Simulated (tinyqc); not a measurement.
Field dependence: Hall effect and magnetoresistance of several carrier groups with constant relaxation times. Computed by tinyqc, a small Python program. Command: `OMP_NUM_THREADS=1 python tinyqc.py 3018752 3018753 out.jsonl hall2 walk`. One thread of a shared host (Intel(R) Xeon(R) Processor @ 2.30GHz), about 0.01 s of CPU time with the checks.

Group 1 has charge -e and group 2 charge -e; s_i is that sign. B lies along z; mu B is formed with mu in m^2/(V s).

Inputs (values chosen for the exercise, for a model conductor): density n1 = 7.4e+11 1/cm^2; mobility mu1 = 51000 cm^2/(V s); density n2 = 5.4e+10 1/cm^2; mobility mu2 = 11000 cm^2/(V s); magnetic field B = 9.3 T.

Carriers: two electron groups. Densities: per area (a thin layer).

Constants: e = 1.602176634e-19 C.

Method:
- Weak field: R_H(0) = sum s_i n_i mu_i^2/(e (sum n_i mu_i)^2); MR = c B^2 with c = n1 n2 mu1 mu2 (s1 mu1 - s2 mu2)^2/(n1 mu1 + n2 mu2)^2. Strong field: R_H = 1/(e sum s_i n_i); rho_xx saturates at (n1/mu1 + n2/mu2)/(e (sum s_i n_i)^2).
- sigma_xx = sum n_i e mu_i/(1 + mu_i^2 B^2); sigma_xy = sum s_i n_i e mu_i^2 B/(1 + mu_i^2 B^2).
- rho_xx = sigma_xx/(sigma_xx^2 + sigma_xy^2); Hall coefficient R_H = sigma_xy/(B (sigma_xx^2 + sigma_xy^2)), with B in V s/cm^2 (1 T = 1e-4 V s/cm^2); magnetoresistance MR = rho_xx(B)/rho_xx(0) - 1.

saturation MR = 18.0776 %

Against the field:
```
B (T)        mu1 B  rho_xx (ohm)  R_H (cm^2/C)      MR (%)
0.0098  4.9980e-02        162.82   -8.2028e+06  2.3439e-03
0.029   1.4790e-01        162.85   -8.2025e+06  2.0504e-02
0.078   3.9780e-01        163.06   -8.2001e+06  1.4729e-01
0.2     1.0200e+00        164.33   -8.1853e+06  9.2631e-01
0.49    2.4990e+00        170.03   -8.1191e+06  4.4257e+00
1.2     6.1200e+00        182.26   -7.9770e+06  1.1938e+01
2.9     1.4790e+01        189.87   -7.8885e+06  1.6614e+01
7.8     3.9780e+01        191.90   -7.8650e+06  1.7860e+01
24      1.2240e+02        192.22   -7.8613e+06  1.8054e+01
```

What follows from these numbers?

MR starts as B^2.00 and ends as B^0.01; it saturates at 18.1 %. One group alone would show no magnetoresistance in this model. The rows with mu1 B well above 1 show the semiclassical limit; Landau quantisation is left out. Caution: mu B is well above 1, where Landau quantisation, left out here, shows at low temperature.
